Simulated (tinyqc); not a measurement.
Koster-Slater impurity in an sp3s* host, step by step. Values are carried at full precision from step to step, so a last printed digit may differ when a step is redone from the rounded ones.

sp3s* tight binding, nearest neighbours only: anion (a) at 0, cation (c) at a/4 (1,1,1), orbitals s, px, py, pz, s* on each; k in units of 2 pi/a. With phases e_j = exp(i (pi/2) k.n_j) for n = (1,1,1), (1,-1,-1), (-1,1,-1), (-1,-1,1): g0 = (e1+e2+e3+e4)/4, g1 = (e1+e2-e3-e4)/4, g2 = (e1-e2+e3-e4)/4, g3 = (e1-e2-e3+e4)/4. The diagonal holds the levels Esa, Epa, Exa (s*) and Esc, Epc, Exc. Anion-cation block: <sa|sc> = Vss g0; <sa|xc> = Vsapc g1; <xa|sc> = -Vscpa g1; <xa|xc> = Vxx g0; <xa|yc> = <ya|xc> = Vxy g3, <xa|zc> = <za|xc> = Vxy g2, <ya|zc> = <za|yc> = Vxy g1; <s*a|xc> = Vxapc g1; <xa|s*c> = -Vpaxc g1; y and z take g2 and g3 in place of g1; s-s* and s*-s* vanish.

Parameters, chosen for this exercise (out of a larger set: near a published set for AlAs; not measured data):
```
symbol  value                                                                                         unit  meaning
p       (-7.473, 0.984, -1.167, 3.6, 7.535, 6.777, -6.625, 1.881, 4.303, 5.117, 5.537, 4.502, 5.023)  eV    order Esa, Epa, Esc, Epc, Exa, Exc, Vss, Vxx, Vxy, Vsapc, Vscpa, Vxapc, Vpaxc
N       5                                                                                                   mesh
V       23.7                                                                                          eV    shift of the p levels
```

## The gap of the host

Gaps from the top of the valence band to Gamma, to the minimum on (x,0,0) from 0.5 to 1, and to L; the smallest is Eg.

top of the valence band on the scale of the parameters = 0.0009 eV

gaps (eV): Gamma 3.0161, Delta 2.3142, L 2.7039

Eg (smallest gap of the host) = 2.31416 eV

## Where the weight lies

A defect on an anion site (a) shifts the s level there by Vs or the three p levels by Vp and leaves the rest. A level in the gap solves 1/Vs = G_s(E) (symmetry A1) or 1/Vp = G_p(E) (T2, threefold), with G(E) = (1/N^3) sum over k and bands of w/(E - e), where w is the weight of the state on the s orbital of that site, or the mean weight on its px, py, pz. Mesh: k = f1 (-1,1,1) + f2 (1,-1,1) + f3 (1,1,-1), f = (j + 1/2)/N, j = 0 to N - 1. Energies from the top of the valence band at Gamma; the s* orbital of the site is left as it is. An infinite shift removes the s or p orbitals, the model of the ideal vacancy: G(E) = 0.

For each band: mean energy over the mesh and summed weights; each column of weights adds to one.

Bands:
```
band,mean energy (eV),s weight,p weight
1,-10.293,0.7696,0.0043
2,-5.379,0.0502,0.1566
3,-1.718,0.0025,0.2210
4,-1.372,0.0009,0.2270
5,2.704,0.0978,0.0258
6,3.156,0.0559,0.0526
7,5.959,0.0002,0.1053
8,6.283,0.0003,0.1086
9,9.542,0.0075,0.0718
10,10.532,0.0152,0.0271
```

The filled bands hold 0.823 of the s orbital and 0.609 of each p orbital of the anion. Filled states add positive terms to G in the gap and empty ones negative terms.

## Green functions across the gap

G at nine energies E = Eg j/8.

G(E) (1/eV):
```
E (eV),G_s,G_p
0.0000,0.03265,0.36690
0.2893,0.02305,0.24151
0.5785,0.01220,0.18185
0.8678,-0.00084,0.13919
1.1571,-0.01754,0.10416
1.4464,-0.04083,0.07210
1.7356,-0.07773,0.03892
2.0249,-0.15267,-0.00247
2.3142,-0.67420,-0.10333
```

Both fall with E, as dG/dE = -sum w/(E - e)^2 demands. G_s changes sign, so the vacancy has a level of this symmetry in the gap. G_p changes sign, so the vacancy has a level of this symmetry in the gap.

## A first estimate from the table

A defect that shifts the p level of its anion site by V has a level where the host Green function G_p(E) equals 1/V; E is counted from the top of the valence band. Find it by linear interpolation between the two rows that bracket it.

1/V = 0.04219 1/eV
estimated level = 1.707 eV

## The level and its weight on the defect

Solve by bisection with the full sum. The weight of the bound state on the shifted orbital is G^2/(-G'), which is also dE/dV.

level = 1.7087 eV
G'(E) = -0.12061 1/eV^2
weight on the defect orbital = 0.0148

The level lies 1.709 eV above the valence band and 0.605 eV below the conduction band. Only 1.5 % of it sits on the shifted orbital, the rest on other orbitals, so a shift of 1 eV moves the level by about 15 meV.

## Checks

- Sum of the s weights over all bands against one: both 1.00000.
- First moment of the s weights against the s level of the site, on the scale of the parameters: both -7.47300.

Computed by tinyqc, a small Python program: `OMP_NUM_THREADS=1 python tinyqc.py 1451395 1451396 out.jsonl` (the numbers bound the seed that draws the inputs); one thread of a shared host (Intel(R) Xeon(R) Processor @ 2.30GHz), about 0.09 s for the whole set of steps.
